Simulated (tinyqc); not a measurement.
MOS capacitor on an n-type substrate, surface potential from the exact charge relation: one step of the calculation.

Uniform n-type substrate, Boltzmann statistics, full ionisation, classical densities. psi is the surface potential against the body (positive when the bands bend down) and u = -psi/Vt. Traps are spread evenly over the gap and neutral at flat band, so their charge is -q Dit psi; the minority quasi-Fermi level is shifted by Vb.

Question. Charges, field and capacitances at the solution. ni = sqrt(Nc Nv) exp(-Eg/(2 Vt)), Eg in volts; phiF = Vt ln(N/ni); Cox = eps0 eox/tox; Vfb = phiM - chi - Vt ln(Nc/N) - q Nf/Cox; Q0 = sqrt(2 eps0 eps_r q N Vt); r = (ni/N)^2 exp(-Vb/Vt); VT = Vfb - [(2 phiF + Vb)(1 + q Dit/Cox) + sqrt(2 eps0 eps_r q N (2 phiF + Vb))/Cox].

u = -psi/Vt; F^2 = exp(-u) + u - 1 + r (exp(u) - u - 1); Qs = +sign(u) Q0 F; Cs = -dQs/dpsi = (Q0/Vt) |1 - exp(-u) + r (exp(u) - 1)|/(2 F). Low frequency: 1/C_LF = 1/Cox + 1/(Cs + q Dit). High frequency, in the simple estimate in which traps and minority carriers do not follow: 1/C_HF = 1/Cox + 1/Cd, Cd being Cs with r = 0 at the same psi. Minority sheet density N_inv = (Q0/(2 q)) int_0^u r (exp(t) - 1)/F(t) dt for u > 0. Oxide field |Qs - q Dit psi + q Nf|/(eps0 eox).

Inputs (values chosen for the exercise); band and dielectric values close to those of silicon:
```
symbol,value,unit,meaning
T,300,K,temperature
Eg,1.14,eV,band gap
eps_r,11.9,,relative permittivity
Nc,2.8e19,cm^-3,conduction-band density of states at T
Nv,2.69e19,cm^-3,valence-band density of states at T
N,3.2e18,cm^-3,donor density of the substrate
eox,22.3,,relative permittivity of the gate insulator (close to hafnium oxide)
tox,27,nm,insulator thickness
Nf,-2.4e11,cm^-2,"fixed charge at the interface, in units of q"
Dit,1.9e10,cm^-2 eV^-1,density of interface traps
Vb,0,V,reverse bias of the inversion layer against the body
```

Constants: q = 1.602176634e-19 C, kB = 1.380649e-23 J/K, Vt = kB T/q, eps0 = 8.8541878128e-14 F/cm where lengths are in cm. Results are converted to the units shown.

converged psi = -1.1486412 V

Give: Qs; N_inv; oxide field; Cs; C_LF/Cox; C_HF/Cox.

Answer.

Qs = 2021 nC/cm^2
N_inv = 5.795e12 cm^-2
oxide field = 1.006 MV/cm
Cs = 27.74 uF/cm^2
C_LF/Cox = 0.9743
C_HF/Cox = 0.4014

The surface is in strong inversion (borders at |psi| = 0, phiF + Vb and 2 phiF + Vb = 1.03 V). Minority carriers make up 45.9 % of Qs.

tinyqc, about 0.01 s, one thread, Intel Xeon 2.30GHz (shared host): `OMP_NUM_THREADS=1 python tinyqc.py 2060035 2060036 out.jsonl`
